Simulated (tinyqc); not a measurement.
From growth rate at the centre back to source temperature T: vacuum evaporation: vapour pressure, source flux, thickness distribution, purity and step coverage. Computed by tinyqc, a small Python program. Command: `OMP_NUM_THREADS=1 python tinyqc.py 3113348 3113349 out.jsonl evap inv`. One thread of a shared host (Intel(R) Xeon(R) Processor @ 2.30GHz), about 0.01 s of CPU time with the checks.

Molecular flow, unit sticking of the metal, no re-evaporation. The background gas is taken as water vapour (18.015 g/mol, collision diameter 0.37 nm) at 300 K.

Inputs (values chosen for the exercise, modelled on titanium, with constants for the liquid): molar mass M = 47.87 g/mol; film density rho = 4.51 g/cm^3; vapour-pressure constant A = 11.32; vapour-pressure constant B = 22710 K; source area = 0.39 cm^2; directionality n = 1; source-to-wafer distance h = 59 cm; wafer radius R = 15 cm.

Constants: u = 1.6605390666e-27 kg; k_B = 1.380649e-23 J/K; R = 8.314462618 J/(mol K).

Method:
- log10(p_v/Pa) = A - B/T; flux from the surface Phi = p_v/sqrt(2 pi m k_B T), m = M u.
- Mass loss = Phi x area x m; heat of evaporation = ln(10) R B; d ln Phi/dT = ln(10) B/T^2 - 1/(2 T).
- A small source emits (n + 1) Phi area cos^n(phi)/(2 pi) per solid angle; on a parallel plane at height h and lateral distance l the arrival rate is (n + 1) Phi area/(2 pi h^2) x (1 + (l/h)^2)^(-(n + 3)/2). Growth rate = arrival rate x m/rho, m = M u. The wafer is fixed and centred above the source.

Problem. A run gave the result below. Find the source temperature T, known to lie between 1600 and 2300 K.

growth rate at the centre = 0.005539078 nm/s

Solution.

Each step takes the trial c = (a f_b - b f_a)/(f_b - f_a), f being the result less the target and a, b, c the logarithms of the listed values; c replaces end b, the old b replaces a if the sign of f changed, and otherwise f_a is halved.

Scan of the range:
```
source temperature T (K)  growth rate at the centre (nm/s)
1600                                           8.00293e-06
1700                                           5.30898e-05
1810                                           3.33625e-04
1920                                           1.69544e-03
2040                                           8.16377e-03
2170                                           3.67613e-02
2300                                           1.39406e-01
```

False position (Illinois rule, in the logarithm of the input) inside the bracket:
```
step    end a    end b    trial  growth rate at the centre (nm/s)
1     1920.00  2040.00  1990.43                        0.00436496
2     2040.00  1990.43  2005.62                        0.00530579
3     2040.00  2005.62  2010.77                        0.00566505
4     2005.62  2010.77  2008.96                        0.00553650
5     2010.77  2008.96  2009.00                        0.00553905
6     2010.77  2009.00  2009.00                        0.00553911
7     2009.00  2009.00  2009.00                        0.00553908
```

Growth rate at the centre rises at every point of a 13-point scan of the range (every second point is shown), so one value fits; it is bracketed by 1920 and 2040. Answer: source temperature T = 2009 K.
